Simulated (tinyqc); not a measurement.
# Single-junction solar cell, detailed-balance limit: effect of the cell temperature

Every photon above the gap Eg makes one pair and none below is absorbed; carriers thermalise at T and move without loss. Jsc = q fs X Phi(Eg, Ts); the dark current is J0 = q ge Phi(Eg, T)/ERE with the Boltzmann factor exp(V/Vt). The efficiency is the electrical power over fs X sigma Ts^4.

Photon flux above E from a black body at temperature T into a hemisphere: Phi(E, T) = A sum_k exp(-k E/th)[E^2 th/k + 2 E th^2/k^2 + 2 th^3/k^3], k = 1, 2, ..., with th = kB T/q in eV and A = 2 pi q^3/(h^3 c^2). J(V) = Jsc - J0 (exp(V/Vt) - 1); Voc = Vt ln(1 + Jsc/J0); at maximum power v = Vmp/Vt solves (1 + v) exp(v) = 1 + Jsc/J0. Pin = fs X sigma Ts^4, sigma = 2 pi^5 kB^4/(15 h^3 c^2). FF = Vmp Jmp/(Voc Jsc).

Inputs (values chosen for the exercise): temperature of the black-body sun Ts = 5500 K; share of the hemisphere filled by the sun fs = 2.16e-5; concentration X = 1000; external radiative efficiency ERE = 1; number of faces that emit ge = 2; band gap Eg = 1.63 eV.

Constants: q = 1.602176634e-19 C, kB = 1.380649e-23 J/K, h = 6.62607015e-34 J s, c = 299792458 m/s, Vt = kB T/q. Results are converted to the units shown.

The same in every row: Jsc (mA/cm^2) = 2.450e4.

Results:
```
T (K),Voc (V),Eg/q - Voc (V),FF,efficiency (%)
200,1.559,0.07070,0.9397,32.03
240,1.541,0.08869,0.9295,31.32
280,1.523,0.1073,0.9195,30.61
360,1.484,0.1460,0.9000,29.19
400,1.464,0.1660,0.8903,28.49
440,1.444,0.1864,0.8807,27.79
480,1.423,0.2071,0.8712,27.10
```

Estimate the missing row, T = 320 K.

Computed row:
```
T (K),Voc (V),Eg/q - Voc (V),FF,efficiency (%)
320,1.504,0.1264,0.9097,29.90
```

With this row back in the table: As T goes from 200 to 480 K, Jsc stays at 24500 mA/cm^2, Voc falls from 1.56 to 1.42 V and the efficiency falls from 32.0 to 27.1 %. Voc changes by -0.487 mV/K on average with Eg fixed, and the efficiency by -0.060 % of itself per kelvin. In every row Voc lies within 6 Vt of the gap, where the Boltzmann form of the emission begins to fail. In every row the current passes 20 A/cm^2, where series resistance and heating, left out here, would dominate.

Program tinyqc, `OMP_NUM_THREADS=1 python tinyqc.py 2820122 2820123 out.jsonl`; Intel Xeon 2.30GHz, shared host, one thread, about 0.01 s.
